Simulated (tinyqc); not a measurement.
Against doping: dopants and charged point defects at anneal temperature: Fermi-level effect, clustering and pairing. Computed by tinyqc, a small Python program. Command: `OMP_NUM_THREADS=1 python tinyqc.py 3001826 3001827 out.jsonl pairing walk`. One thread of a shared host (Intel(R) Xeon(R) Processor @ 2.30GHz), about 0.01 s of CPU time with the checks.

Boltzmann statistics and full ionisation of active dopants. Energies are counted from the valence band; the defect (a vacancy or self-interstitial) has five charge states, with all degeneracy factors one.

Inputs (values chosen for the exercise, with bands modelled on silicon):

| quantity | value | unit |
|---|---|---|
| gap at 0 K E_g0 | 1.17 | eV |
| Varshni alpha | 0.000464 | eV/K |
| Varshni beta | 646 | K |
| electron mass m_e | 0.337 | m_0 |
| valleys M_c | 6 | - |
| hole mass m_h | 0.803 | m_0 |
| anneal temperature T | 1030 | K |
| total dopant density N | 1e+19 | cm^-3 |
| formation enthalpy of the neutral defect H_f | 3.02 | eV |
| formation entropy S_f | 2.3 | k_B |
| site density N_s | 3.2e+22 | cm^-3 |

Dopant: donor. Second part: pairing with a mobile impurity.

defect levels as fractions of E_g(T): (2+/+), (+/0), (0/-), (-/2-): 0.14  0.13  0.51  0.83

Constants: m_0 = 9.1093837015e-31 kg; k_B = 1.380649e-23 J/K; h = 6.62607015e-34 J s; k_B = 8.617333262e-05 eV/K.

Method:
- E_g = E_g0 - alpha T^2/(T + beta).
- N_c = 2 M_c (2 pi m_e k_B T/h^2)^(3/2) and N_v = 2 (2 pi m_h k_B T/h^2)^(3/2), masses in units of m_0.
- n_i = sqrt(N_c N_v) exp(-E_g/2 k_B T); E_i = E_g/2 + (k_B T/2) ln(N_v/N_c).
- No clustering: A = N.
- n = A/2 + sqrt(A^2/4 + n_i^2) for an active density A.
- chi = n/n_i (for acceptors n_i/p); E_F = E_i + k_B T ln chi; field enhancement h = 1 + A/sqrt(A^2 + 4 n_i^2).
- C_0 = N_s exp(S_f/k_B) exp(-H_f/k_B T). Ratios to the neutral state at E_F = E_i: r_+ = exp((E(+/0) - E_i)/k_B T), r_2+ = r_+ exp((E(2+/+) - E_i)/k_B T), r_- = exp((E_i - E(0/-))/k_B T), r_2- = r_- exp((E_i - E(-/2-))/k_B T); at other E_F state q scales as chi^(-q). The enhancement is sum r_q chi^(-q)/sum r_q. The charge on the defects is left out of neutrality.
- chi = n/n_i; h = 1 + A/sqrt(A^2 + 4 n_i^2); the dopant diffusivity over its intrinsic value is D/D_i = enhancement x h x A/N, if every charge state carries the dopant equally well.

E_g = 0.876290 eV

k_B T = 0.0887585 eV

n_i = 1.05352e+18 cm^-3

E_i = 0.416428 eV

effective density of states N_b of the majority band = 1.87388e+20 cm^-3

neutral defects C_0 = 5.33583e+08 cm^-3

Charge states:

| state | ratio r | intrinsic (cm^-3) | doped (cm^-3) |
|---|---|---|---|
| 2+ | 1.20925e-03 | 6.45238e+05 | 7.00679e+03 |
| + | 3.30994e-02 | 1.76613e+07 | 1.84044e+06 |
| 0 | 1.00000e+00 | 5.33583e+08 | 5.33583e+08 |
| - | 7.09352e-01 | 3.78498e+08 | 3.63215e+09 |
| 2- | 2.13632e-02 | 1.13990e+07 | 1.04971e+09 |

Trend at the anneal temperature:

| N (cm^-3) | active A (cm^-3) | chi | defect enhancement | mean charge | D/D_i |
|---|---|---|---|---|---|
| 3.20e+16 | 3.20e+16 | 1.02 | 1.01 | -0.4106 | 1.0215e+00 |
| 8.70e+16 | 8.70e+16 | 1.04 | 1.02 | -0.4187 | 1.0591e+00 |
| 2.40e+17 | 2.40e+17 | 1.12 | 1.05 | -0.4411 | 1.1681e+00 |
| 6.60e+17 | 6.60e+17 | 1.36 | 1.15 | -0.5020 | 1.4940e+00 |
| 1.80e+18 | 1.80e+18 | 2.17 | 1.50 | -0.6494 | 2.4813e+00 |
| 5.00e+18 | 5.00e+18 | 4.95 | 2.86 | -0.9027 | 5.4866e+00 |
| 1.40e+19 | 1.40e+19 | 13.36 | 8.10 | -1.1966 | 1.6110e+01 |
| 3.80e+19 | 3.80e+19 | 36.10 | 30.85 | -1.4929 | 6.1644e+01 |
| 1.10e+20 | 1.10e+20 | 104.42 | 174.51 | -1.7530 | 3.4899e+02 |

What follows from these numbers?

Well below n_i = 1.05e18 cm^-3 chi and the enhancement are near 1. At any doping d ln(enhancement)/d ln chi equals minus the mean charge, which goes from -0.41 to -1.75 over the rows.
